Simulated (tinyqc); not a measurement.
Comparisons within one model: sp3s* tight binding with spin-orbit coupling. A value that a table varies takes the place of the one given here.

sp3s* tight binding, nearest neighbours only: anion (a) at 0, cation (c) at a/4 (1,1,1), orbitals s, px, py, pz, s* on each; k in units of 2 pi/a. With phases e_j = exp(i (pi/2) k.n_j) for n = (1,1,1), (1,-1,-1), (-1,1,-1), (-1,-1,1): g0 = (e1+e2+e3+e4)/4, g1 = (e1+e2-e3-e4)/4, g2 = (e1-e2+e3-e4)/4, g3 = (e1-e2-e3+e4)/4. The diagonal holds the levels Esa, Epa, Exa (s*) and Esc, Epc, Exc. Anion-cation block: <sa|sc> = Vss g0; <sa|xc> = Vsapc g1; <xa|sc> = -Vscpa g1; <xa|xc> = Vxx g0; <xa|yc> = <ya|xc> = Vxy g3, <xa|zc> = <za|xc> = Vxy g2, <ya|zc> = <za|yc> = Vxy g1; <s*a|xc> = Vxapc g1; <xa|s*c> = -Vpaxc g1; y and z take g2 and g3 in place of g1; s-s* and s*-s* vanish.

Spin-orbit coupling acts within the p shell of each atom as (D/3) L.sigma, D = Da or Dc: it puts four states at Ep + D/3 and two at Ep - 2D/3.

Parameters, chosen for this exercise (near a published set for GaP, fitted to gaps, whose masses and valley positions are rough; spin-orbit coupling, where it is added without a refit, lifts the valence top and shrinks all gaps by about a third of the splitting; not measured data):
- Esa = -8.109 eV (s level of the anion)
- Epa = 1.123 eV (p level of the anion)
- Esc = -2.197 eV (s level of the cation)
- Epc = 4.123 eV (p level of the cation)
- Exa = 8.495 eV (s* level of the anion)
- Exc = 7.204 eV (s* level of the cation)
- Vss = -7.465 eV (s-s)
- Vxx = 2.149 eV (px-px)
- Vxy = 5.149 eV (px-py)
- Vsapc = 4.283 eV (s anion, p cation)
- Vscpa = 6.326 eV (s cation, p anion)
- Vxapc = 4.653 eV (s* anion, p cation)
- Vpaxc = 5.084 eV (p anion, s* cation)
- Da = 0.065 eV (atomic spin-orbit splitting, anion)
- Dc = 0.166 eV (the same, cation)
- eta = 3 (scaling exponent)
- D001 = 0.86 (ratio -ezz/exx)

## What the s* orbital does

The s* couplings Vxapc and Vpaxc are scaled by f; f = 0 is the plain sp3 model. Gaps from the top of the valence band at Gamma; the Delta value is the minimum on (x,0,0), 0.5 <= x <= 1.

Gaps (eV):

| f | Gamma | Delta | L | x of the minimum |
|---|---|---|---|---|
| 0.00 | 2.8449 | 4.7822 | 3.6473 | 0.500 |
| 0.25 | 2.8449 | 4.6571 | 3.5285 | 0.500 |
| 0.50 | 2.8449 | 4.2761 | 3.2211 | 1.000 |
| 0.75 | 2.8449 | 3.3229 | 2.8138 | 1.000 |
| 0.90 | 2.8449 | 2.7245 | 2.5485 | 1.000 |
| 1.00 | 2.8449 | 2.3208 | 2.3674 | 1.000 |
| 1.10 | 2.8449 | 1.9155 | 2.1833 | 1.000 |

What can be read from the table?

The gap at Gamma stays, since g1 to g3 vanish there. From f = 0 to 1 the s* levels lower the Delta value by 2.461 eV and L by 1.280 eV. For f = 0 and 0.25 the least value lies at x = 0.5, the end of the range: any valley further out lies above that value until s* has lowered it enough. The lowest of the three is Gamma at f = 0 and the Delta line at f = 1.

## Hydrostatic strain (sp3s* tight binding with spin-orbit coupling, strained)

Strain e moves each bond vector to d = (1 + e) d0 (no internal displacement for the diagonal strains used here) and k is given in fractions of the strained reciprocal cell, so the phases stay. Two-centre values Vss_sigma = Vss/4, Vsp_sigma = sqrt3 V/4 for each s-p and s*-p pair, Vpp_sigma = (Vxx + 2 Vxy)/4, Vpp_pi = (Vxx - Vxy)/4 are scaled by (d0/d)^eta and combined with the new direction cosines; the levels on the diagonal stay.

exx = eyy = ezz = e. Gaps as measured from the top of the valence band; the deformation potentials are (gap(0.01) - gap(-0.01))/0.06.

Gaps (eV):

| e | Gamma | Delta | L | x of the minimum |
|---|---|---|---|---|
| -0.03 | 3.6834 | 2.3018 | 2.7277 | 1.000 |
| -0.02 | 3.3911 | 2.3067 | 2.6043 | 1.000 |
| -0.01 | 3.1117 | 2.3131 | 2.4840 | 1.000 |
| 0.00 | 2.8449 | 2.3208 | 2.3674 | 1.000 |
| 0.01 | 2.5898 | 2.3297 | 2.2546 | 1.000 |
| 0.02 | 2.3459 | 2.3396 | 2.1460 | 1.000 |
| 0.03 | 2.1128 | 2.3503 | 2.0416 | 1.000 |

gap deformation potentials (eV): Gamma -8.700, Delta 0.277, L -3.823

What can be read from the table?

Per unit of volume strain the gaps move by -8.70 (Gamma), +0.28 (Delta) and -3.82 eV (L). The lowest valley changes from the Delta line to L between e = 0 and 0.01. These potentials follow from the one exponent eta, which fitted models replace by one for each integral; with it the sizes are rough, the sign for Delta can be wrong (in Si, Ge and the III-V crystals measured values are small and positive), and the pressures at which valleys cross, and which valley takes over, are rough too. A gap of zero, where one is listed, marks an s level that has sunk below the valence top.

## Biaxial strain splits the top of the valence band (sp3s* tight binding, strained)

No spin-orbit coupling; k = 0; exx = eyy = e, ezz = -D001 e. The four bonds keep equal lengths, and the sums over them give Vxx(e) for px and py and Vzz(e) for pz; each level is the lower root of [[Epa, V], [V, Epc]], and the s level the upper root of the s block. The shear potential b follows from E(x,y) - E(z) = 3 b (exx - ezz), taken as the slope between e = -0.005 and 0.005.

Couplings and levels at Gamma (eV):

| e | ezz | Vxx(e) | Vzz(e) | E(x,y) | E(z) | E(x,y) - E(z) (meV) | upper s level |
|---|---|---|---|---|---|---|---|
| -0.020 | 0.0172 | 2.0654 | 2.4625 | 0.0704 | -0.2604 | 330.8 | 3.0336 |
| -0.010 | 0.0086 | 2.1084 | 2.3035 | 0.0354 | -0.1258 | 161.3 | 2.9549 |
| -0.005 | 0.0043 | 2.1290 | 2.2257 | 0.0186 | -0.0609 | 79.6 | 2.9155 |
| 0.005 | -0.0043 | 2.1684 | 2.0735 | -0.0136 | 0.0638 | -77.5 | 2.8364 |
| 0.010 | -0.0086 | 2.1871 | 1.9991 | -0.0291 | 0.1237 | -152.8 | 2.7967 |
| 0.020 | -0.0172 | 2.2228 | 1.8537 | -0.0586 | 0.2384 | -297.0 | 2.7173 |

b = -2.815 eV

What can be read from the table?

Under tension in the plane (e > 0) the bonds tilt towards the plane, Vxx grows to 2.1871 and Vzz falls to 1.9991 eV at e = 0.01, and the pz state forms the top of the valence band, by 152.8 meV; under compression (e = -0.01) the px, py pair does, by 161.3 meV. The slope gives b = -2.81 eV, a rough value, since on-site strain terms are left out (measured values lie near -2 eV).

## What each parameter does

Gaps from the top of the valence band at Gamma; Delta is the minimum on (x,0,0), 0.5 <= x <= 1. Each row changes one parameter from the base and keeps the others.

Results:

| case | Ev (eV) | gap Gamma (eV) | gap Delta (eV) | gap L (eV) |
|---|---|---|---|---|
| base | 0.0311 | 2.8449 | 2.3208 | 2.3674 |
| Vss = -7.765 eV | 0.0311 | 3.1245 | 2.3208 | 2.4399 |
| Vxx = 2.449 eV | -0.2192 | 3.0951 | 2.5711 | 2.6545 |
| Vsapc = 4.083 eV | 0.0311 | 2.8449 | 2.2278 | 2.2979 |
| Vxapc = 4.453 eV | 0.0311 | 2.8449 | 2.4946 | 2.4227 |
| Vxy = 5.349 eV | 0.0311 | 2.8449 | 2.3209 | 2.3188 |
| Epc = 3.923 eV | -0.0125 | 2.8885 | 2.2491 | 2.3588 |

What does this show?

The largest shifts from the base row, up to three for each result and ties (the steps differ in size, so this ranks the rows, not the parameters). Ev (eV): Vxx -0.2503, Epc -0.0436; unchanged at the printed digits by Vss, Vsapc, Vxapc and Vxy. gap Gamma (eV): Vss +0.2797, Vxx +0.2503, Epc +0.0436; unchanged at the printed digits by Vsapc, Vxapc and Vxy. gap Delta (eV): Vxx +0.2503, Vxapc +0.1738, Vsapc -0.0930; unchanged at the printed digits by Vss. gap L (eV): Vxx +0.2871, Vss +0.0725, Vsapc -0.0695. Vsapc, Vxapc and Vxy cannot move Ev or the gap at Gamma, whose blocks do not hold them; s parameters never move Ev, and move the gap only where the lowest empty level at Gamma is s-like.

(tinyqc, `OMP_NUM_THREADS=1 python tinyqc.py 1481242 1481243 out.jsonl`, Intel(R) Xeon(R) Processor @ 2.30GHz, 1 thread, shared host, about 0.2 s.)
